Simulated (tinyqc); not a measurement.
From results back to parameters: Gamma, L and X subbands of a thin body with non-parabolic valleys. Five cases, with inputs chosen for the exercise.

Problem. Hard walls; each subband edge rises by e with e (1 + a e) = c (pi/t)^2/m_z, c = hbar^2/2m0. The thickness at which the Gamma and L edges cross was computed from a hidden bulk separation EL.

Constants: hbar^2/2m0 = 3.80998211 eV angstrom^2.

Case 1.

Values chosen (near those of a thin GaSb channel; not measured data): mG = 0.0389 m0 (Gamma mass); aG = 1.13 1/eV (Gamma non-parabolicity); mzL = 0.1445 m0 (confinement mass of the lowest L group); aS = 0.66 1/eV (non-parabolicity of L and X).

crossing thickness = 101.226 angstrom

Case 2.

Values chosen (near those of a thin GaSb channel; not measured data): mG = 0.0392 m0 (Gamma mass); aG = 1.12 1/eV (Gamma non-parabolicity); mzL = 0.1388 m0 (confinement mass of the lowest L group); aS = 0.64 1/eV (non-parabolicity of L and X).

crossing thickness = 103.622 angstrom

Case 3.

Values chosen (near those of a thin GaAs channel; not measured data): mG = 0.0667 m0 (Gamma mass); aG = 0.58 1/eV (Gamma non-parabolicity); mzL = 0.2029 m0 (confinement mass of the lowest L group); aS = 0.39 1/eV (non-parabolicity of L and X).

crossing thickness = 30.245 angstrom

Case 4.

Values chosen (near those of a thin GaAs channel; not measured data): mG = 0.0668 m0 (Gamma mass); aG = 0.57 1/eV (Gamma non-parabolicity); mzL = 0.1075 m0 (confinement mass of the lowest L group); aS = 0.36 1/eV (non-parabolicity of L and X).

crossing thickness = 15.109 angstrom

Case 5.

Values chosen (near those of a thin GaSb channel; not measured data): mG = 0.0391 m0 (Gamma mass); aG = 1.12 1/eV (Gamma non-parabolicity); mzL = 1.273 m0 (confinement mass of the lowest L group); aS = 0.32 1/eV (non-parabolicity of L and X).

crossing thickness = 116.312 angstrom

Find: rise of Gamma; rise of L; EL.

Solution. At the crossing the rise of Gamma equals EL plus the rise of L.

Case 1.

rise of Gamma = 0.086 eV
rise of L = 0.025 eV
EL = 0.061 eV

Case 2.

rise of Gamma = 0.082 eV
rise of L = 0.025 eV
EL = 0.057 eV

Case 3.

rise of Gamma = 0.482 eV
rise of L = 0.189 eV
EL = 0.293 eV

Case 4.

rise of Gamma = 1.380 eV
rise of L = 1.098 eV
EL = 0.282 eV

Case 5.

rise of Gamma = 0.066 eV
rise of L = 0.002 eV
EL = 0.064 eV

Computed by tinyqc, one run a case: `OMP_NUM_THREADS=1 python tinyqc.py N N+1 out.jsonl` with N = 1280169, 1280221, 1280267, 1280334, 1280494; one thread of a shared Intel(R) Xeon(R) Processor @ 2.30GHz, about 0.06 s a run at most.
